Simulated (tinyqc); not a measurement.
# Disorder broadening of a one-dimensional band in the self-consistent Born approximation: two studies

The local Green function is G = g0(z - Sigma) with z = E + i eta and g0(z) = 1/(sqrt(z - 2t) sqrt(z + 2t)), principal roots; the self-energy is Sigma = D G. The density of states is -Im G/pi.

Values chosen for this exercise: hopping t = 0.6 eV; variance of the random site energy D = 0.14 eV^2; bare broadening eta = 0.018 eV; energy from the band centre E = 1.456 eV.

Each table varies one quantity; the others keep the values above.

## Density of states across the band

Sigma is iterated to self-consistency (retarded branch, Im Sigma < 0); first Born means Sigma = D g0(z) put once into G = g0(z - Sigma); clean means Sigma = 0.

Density of states across the band:
```
E (eV),Re Sigma (eV),Im Sigma (eV),"DOS, self-consistent (1/eV)","DOS, first Born (1/eV)","DOS, clean (1/eV)"
0,0,-0.1159,0.2636,0.2636,0.2652
0.19,0.002095,-0.1173,0.2667,0.2667,0.2686
0.379,0.004806,-0.1216,0.2765,0.2767,0.2795
0.569,0.009279,-0.1296,0.2947,0.2956,0.3012
0.759,0.01822,-0.1427,0.3244,0.3266,0.3423
0.948,0.03814,-0.1604,0.3647,0.3611,0.4319
1.138,0.07882,-0.1736,0.3947,0.2832,0.8116
1.328,0.1399,-0.1612,0.3666,0.5977,0.04084
1.517,0.2068,-0.08923,0.2029,0.03511,0.01085
1.707,0.1384,-0.004857,0.01104,0.009024,0.005462
1.897,0.1052,-0.002143,0.004873,0.004606,0.003426
```

Read the table: what changes, and by how much?

The self-consistent density of states goes from 0.264 through a maximum of 0.395 (at E = 1.138 eV among the rows listed) to 0.00487 1/eV. The clean band ends at 2t = 1.20 eV; at E = 1.328 eV, beyond it, the self-consistent value is 0.367 against 0.0408 clean: disorder widens the band. By ratio, first Born differs most at E = 1.517 eV, where it is 0.17 times the self-consistent value.

## Effect of the mixing

G = g0(z - Sigma), Sigma(out) = D G, Sigma(new) = Sigma + mix (Sigma(out) - Sigma). Iterations from Sigma = 0 until |Sigma(out) - Sigma| < 1e-10 eV, at most 500. The factor is |1 - mix + mix L|, L = d Sigma(out)/d Sigma at the solution.

Results:
```
mix,iterations,factor
0.1,209,0.89733
0.2,104,0.80210
0.3,70,0.71728
0.7,42,0.57333
0.85,50,0.62851
1,72,0.73180
```

Estimate the missing row, mix = 0.5.

Computed row:
```
mix,iterations,factor
0.5,45,0.59637
```

With this row back in the table: L = -0.0565-0.730i. The fewest iterations, 42, come at mix = 0.7; the smallest factor, 0.573, is at mix = 0.7. As a function of mix the factor has its minimum at Re(1 - L)/|1 - L|^2 = 0.641, below 1, so damping helps.

Range of the model: The self-consistent Born approximation misses band tails from rare fluctuations and localisation.

Computed by the program tinyqc: `OMP_NUM_THREADS=1 python tinyqc.py 2720133 2720134 out.jsonl`, one thread of a shared Intel Xeon 2.30GHz, about 0.02 s for the whole run.
